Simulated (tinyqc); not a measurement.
Inside a calculation: strain-driven crossing of the Gamma and L valleys in a germanium-like crystal. Values are carried at full precision from step to step, so a last printed digit may differ when a step is redone from the rounded ones.

Biaxial loads: e0 is the in-plane strain e_par and the normal is free. (001): e_perp = -2 (C12/C11) e_par; exx = eyy = e_par, ezz = e_perp, no shear. (111): e_perp = -(2 C11 + 4 C12 - 4 C44)/(C11 + 2 C12 + 4 C44) e_par; exx = eyy = ezz = (2 e_par + e_perp)/3 and exy = eyz = ezx = (e_perp - e_par)/3. (110): e_perp = -(C11 + 3 C12 - 2 C44)/(C11 + C12 + 2 C44) e_par; exx = eyy = (e_par + e_perp)/2, ezz = e_par, exy = (e_perp - e_par)/2, eyz = ezx = 0. Uniaxial loads: a stress along n, scaled so that n.e.n = e0, with exx = s11 sxx + s12 (syy + szz), exy = s44 sxy/2, s11 = (C11 + C12)/((C11 - C12)(C11 + 2 C12)), s12 = -C12/((C11 - C12)(C11 + 2 C12)), s44 = 1/C44.

Constants: kB = 8.617333262e-05 eV/K; hc = 1239.841984 eV nm.

Inputs chosen for the exercise (near those of Ge, gaps at low temperature; shifted at random, so the results belong to these values and not to a real crystal):
- C11 = 127.2 GPa
- C12 = 48.1 GPa
- C44 = 67.9 GPa
- load = uniaxial [100] (kind of strain)
- e0 = 0.0271 (size of the strain)
- Eg = 0.896 eV (gap at Gamma to the s-like level)
- EgL = 0.756 eV (gap to L)
- Dso = 0.284 eV (spin-orbit splitting)
- ac = -8.23 eV (conduction deformation potential)
- av = 1.24 eV (valence hydrostatic potential)
- b = -2.55 eV (tetragonal shear potential)
- d = -5.24 eV (trigonal shear potential)
- aL = -1.33 eV (hydrostatic potential of the L edge, Xd + Xu/3)
- XuL = 16.21 eV (uniaxial potential, L)
- mG = 0.0407 m0 (mass at Gamma)
- mL = 0.536 m0 (density-of-states mass of the four L valleys together)
- T = 300 K (temperature)

## The strain tensor for a uniaxial [100] load

Form the tensor and its trace.

strain tensor in the cubic axes:
```
          x          y          z
x  0.027100   0.000000   0.000000
y  0.000000  -0.007436   0.000000
z  0.000000   0.000000  -0.007436
```

tr(e) = 0.012228

## Band edges

Edges from the unstrained valence top: Gamma at Eg + ac tr(e); an L valley with unit axis u at EgL + aL tr(e) + XuL (u.e.u - tr(e)/3), u along [111], [1-1-1], [-11-1], [-1-11]; valence edges are the levels of the 6 x 6 matrix of X, Y, Z times spin with -Dso/3 + l exx + m (eyy + ezz) on the diagonal (cyclic), n exy off it, l = av + 2 b, m = av - b, n = sqrt(3) d. Spin-orbit term (Dso/3) L.sigma on X, Y, Z with (L_k)_ij = -i epsilon_kij: <X+|H|Y+> = -i Dso/3, <X+|H|Z-> = Dso/3, <Y+|H|Z-> = -i Dso/3, <Z+|H|X-> = -Dso/3, <Z+|H|Y-> = i Dso/3, <X-|H|Y-> = i Dso/3, and their conjugates; + and - are the spin along z.

Give the edges and the direct and indirect gaps from the top valence edge.

Gamma edge = 0.7954 eV

L edges (eV): [111] 0.7397, [1-1-1] 0.7397, [-11-1] 0.7397, [-1-11] 0.7397

valence edges from the top (eV): 0.1032  -0.0124  -0.3293

direct and indirect gap (eV): 0.6921  0.6365

The gap is indirect: Gamma lies 56 meV above the lowest L valley. The top two valence edges are 116 meV apart.

## Electrons in the Gamma valley

Non-degenerate, parabolic: share = mG^(3/2)/(mG^(3/2) + (mL^(3/2)/4) sum_i exp(-(E_Li - E_Gamma)/kT)). Also the offset at which four equal L valleys hold half of the electrons, kT ln((mL/mG)^(3/2)), and the wavelength hc/E of the direct gap.

(mL/mG)^(3/2) = 47.79
share in Gamma = 0.243 %
offset for an even split = 100.0 meV
wavelength = 1791 nm

With the L valleys as they lie here, Gamma must be 100 meV below the lowest of them to hold half of the electrons at 300 K; it lies 56 meV above. A direct gap alone is not enough.

## Checks

- Gamma and lowest L edge at e0 = 0.04497, where the linear shifts make them meet (eV): both 0.7290.

Program tinyqc; command `OMP_NUM_THREADS=1 python tinyqc.py 1080930 1080931 out.jsonl`; about 0.01 s on one thread of a shared Intel(R) Xeon(R) Processor @ 2.30GHz.
